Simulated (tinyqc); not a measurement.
Equilibrium crystal shape, supported particles, Gibbs-Thomson effect and coarsening: one step, computed by the program tinyqc. Command: `OMP_NUM_THREADS=1 python tinyqc.py 3031337 3031338 out.jsonl wulff walk`. One thread of a shared host (Intel(R) Xeon(R) Processor @ 2.30GHz), about 0.05 s of CPU time with the checks.

A cubic crystal bounded by {100}, {110} and {111} facets only.

Question. Gibbs-Thomson solubility and coarsening. Spherical precipitates of nearly pure solute with atomic volume Omega: x(r) = x_inf exp(l/r), l = 2 gamma_i Omega/(k_B T). Diffusion-limited coarsening at small volume fraction (Lifshitz-Slyozov-Wagner): r^3 = r0^3 + K t, K = (4/9) D x_inf l; the number density falls as (r0/r)^3. The steady size distribution is assumed from the start, and D and x_inf are inputs that do not follow T.

Inputs (values chosen for the exercise, for a model metal): temperature T = 600 K; precipitate interface energy gamma_i = 0.31 J/m^2; solubility x_inf at a flat interface = 0.0015; diffusivity D = 2.9e-19 m^2/s; mean radius at the start r0 = 11 nm; time t = 44000 s.

Omega = 23.91607 angstrom^3

Constants: k_B = 1.380649e-23 J/K.

Give: capillary length l; x(r0)/x_inf; rate constant K; mean radius at t; number density over its start.

Answer.

capillary length l = 1.790 nm

x(r0)/x_inf = 1.177

rate constant K = 3.461e-04 nm^3/s

mean radius at t = 11.04 nm

number density over its start = 0.9887

The time to double the radius is 7 r0^3/K = 2.7e7 s; t is 0.0016 times that.
